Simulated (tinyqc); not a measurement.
Layer against dose: implant damage, amorphisation by cascade overlap, and solid-phase epitaxial regrowth. Computed by tinyqc, a small Python program. Command: `OMP_NUM_THREADS=1 python tinyqc.py 3114206 3114207 out.jsonl sper walk`. One thread of a shared host (Intel(R) Xeon(R) Processor @ 2.30GHz), about 0.01 s of CPU time with the checks.

Range and width of the damage are inputs. Dynamic annealing enters only through the surviving share f.

Inputs (values chosen for the exercise, modelled on fluorine ions in germanium):
```
quantity                           value    unit
atomic density N                    44.2  1/nm^3
ion Z1                                 9       -
ion mass M1                           19       u
target Z2                             32       -
target mass M2                     72.63       u
ion energy E                         8.1     keV
displacement energy E_d               15      eV
depth of the damage peak R_d         9.3      nm
width of the damage profile s_d      6.4      nm
share of defects that survive f     0.77       -
critical displaced share x_c         0.1       -
dose Q                           3.8e+15  1/cm^2
```

Constants: a_0 = 0.529177210903 angstrom; e^2/(4 pi eps_0) = 14.39964548 eV angstrom.

Method. Robinson partition: eps = E a M2/(Z1 Z2 (e^2/(4 pi eps_0)) (M1 + M2)), a = 0.8853 a_0/sqrt(Z1^(2/3) + Z2^(2/3)); k = 0.0793 Z1^(2/3) Z2^(1/2) (M1 + M2)^(3/2)/((Z1^(2/3) + Z2^(2/3))^(3/4) M1^(3/2) M2^(1/2)); damage energy T_d = E/(1 + k (eps + 0.40244 eps^(3/4) + 3.4008 eps^(1/6))); displacements nu = 0.8 T_d/(2 E_d). Displaced share x(z) = f nu Q exp(-(z - R_d)^2/(2 s_d^2))/(sqrt(2 pi) s_d N); the layer is amorphous where x > x_c, between R_d -/+ s_d sqrt(2 ln(x_max/x_c)), the upper edge being cut at the surface. Threshold dose Q_c = Q x_c/x_max.

threshold dose Q_c = 8.28005e+13 1/cm^2

displacements per ion nu = 111.216

Dose series; the last column is f nu Q erfc((z2 - R_d)/(sqrt2 s_d))/2:
```
Q (1/cm^2)   x_max  upper edge (nm)  lower edge (nm)  displaced atoms beyond z2 (1/cm^2)
9.11e+13    0.1100           6.5026           12.097                          2.5825e+15
1.24e+14    0.1498           3.5482           15.052                          1.9581e+15
2.07e+14    0.2500           0.6362           17.964                          1.5584e+15
3.31e+14    0.3998           0.0000           19.954                          1.3601e+15
5.80e+14    0.7005           0.0000           21.928                          1.2040e+15
9.94e+14    1.2005           0.0000           23.569                          1.0973e+15
2.07e+15    2.5000           0.0000           25.539                          9.9022e+14
4.14e+15    5.0000           0.0000           27.202                          9.1392e+14
```

What follows from these numbers?

A dose 45 times larger moves the lower edge from 12.1 to 27.2 nm, as the root of a logarithm, and the damage beyond it falls by a factor 2.8, since the edge lies on an ever steeper tail. The layer reaches the surface at Q_c exp(R_d^2/(2 s_d^2)) = 2.38e14 per cm^2.
